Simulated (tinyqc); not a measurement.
Non-radiative capture by multiphonon emission, one effective mode: one step, computed by the program tinyqc. Command: `OMP_NUM_THREADS=1 python tinyqc.py 3008846 3008847 out.jsonl capture walk`. One thread of a shared host (Intel(R) Xeon(R) Processor @ 2.30GHz), about 0.01 s of CPU time with the checks.

The initial state (free carrier plus empty centre) lies dE above the final state; both have the same frequency and are displaced by dQ.

Task: Geometry of the two curves. dQ = sqrt(2 S (hbar^2/u)/hbar omega); relaxation energy lambda = S hbar omega; phonons needed P = dE/hbar omega; classical barrier E_b = (dE - lambda)^2/(4 lambda); occupation n = 1/(exp(hbar omega/k_B T) - 1).

Inputs (values chosen for the exercise, with mass, screening and phonons like those of germanium):
```
quantity                  value  unit
energy released dE        0.579    eV
phonon energy hbar omega     26   meV
Huang-Rhys factor S        5.33     -
temperature T               300     K
```

Centre: neutral.

Constants: hbar^2/u = 4.18015928e-03 eV angstrom^2; k_B = 8.617333262e-05 eV/K.

Give: dQ; lambda; P; classical barrier E_b; occupation n.

Result:

dQ = 1.3091 u^(1/2) angstrom

lambda = 0.13858 eV

P = 22.269

classical barrier E_b = 0.34992 eV

occupation n = 0.57674

dE exceeds lambda: the inverted case usual for deep centres, in which the curves cross on the far side of the initial minimum.
